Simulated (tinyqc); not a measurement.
Resistance of a tapered via with liner, size effect and interface: one step of the calculation.

A round via whose diameter grows from db at the bottom as D(z) = db + 2 z/tan(ang). The fill, of diameter D - 2 tl, starts above the bottom liner (thickness fb tl) and has rho = rho0 (1 + ks lam/(D - 2 tl)); the sidewall liner conducts in parallel with it. The bottom liner and the interface are crossed over the full area pi db^2/4. Spreading in the lines above and below is left out.

Task. Slices of the via. Slices between z0 = fb tl and hv, evaluated at their midpoints: conductance per length pi/4 [(D - 2 tl)^2/rho + (D^2 - (D - 2 tl)^2)/rl], slice resistance = slice height over that. 10 slices.

Parameters, values chosen for the exercise; fill metal close to ruthenium: diameter at the bottom db = 47 nm; height hv = 90 nm; sidewall angle ang = 88 degrees; bulk resistivity of the fill rho0 = 8.03 uohm cm; mean free path of the fill lam = 6.48 nm; size-effect factor ks = 1.4; liner on the sidewall tl = 0.4 nm; liner at the bottom over that on the sidewall fb = 0.7; resistivity of the liner rl = 220 uohm cm.

Find: z; D; rho; slice resistance.

Result.

```
slice  z (nm)  D (nm)  rho (uohm cm)  slice resistance (ohm)
0      4.7660  47.333         9.5955                 0.50547
1      13.738  47.959         9.5747                 0.49107
2      22.710  48.586         9.5545                 0.47727
3      31.682  49.213         9.5347                 0.46405
4      40.654  49.839         9.5155                 0.45136
5      49.626  50.466         9.4968                 0.43919
6      58.598  51.093         9.4785                 0.42750
7      67.570  51.719         9.4607                 0.41626
8      76.542  52.346         9.4433                 0.40546
9      85.514  52.972         9.4263                 0.39508
```

tinyqc, about 0.01 s, one thread, Intel Xeon 2.30GHz (shared host): `OMP_NUM_THREADS=1 python tinyqc.py 2750129 2750130 out.jsonl`
